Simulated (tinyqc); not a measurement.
## Contact resistivity and sheet resistance from two contact lengths

Problem. Rc = [sqrt(rc Rsh)/Wc] coth(Lc/(2 LT)), LT = sqrt(rc/Rsh), Wc = 54 nm; the second contact is twice as long as the first. Find LT, rc and Rsh.

Rc for Lc = 14 and 28 nm (ohm): [433.457686, 231.708189]

Answer. With t = tanh(Lc/(2 LT)) for the shorter contact, the resistance of the longer over that of the shorter is (1 + t^2)/2. Then sqrt(rc Rsh) = Rc t Wc, and rc and Rsh follow by multiplying and dividing by LT.

LT = 26.00 nm
rc = 1.600e-9 ohm cm^2
Rsh = 236.7 ohm

Numbers from tinyqc (`OMP_NUM_THREADS=1 python tinyqc.py 2170140 2170141 out.jsonl`; about 0.04 s on one thread of a shared Intel Xeon 2.30GHz).
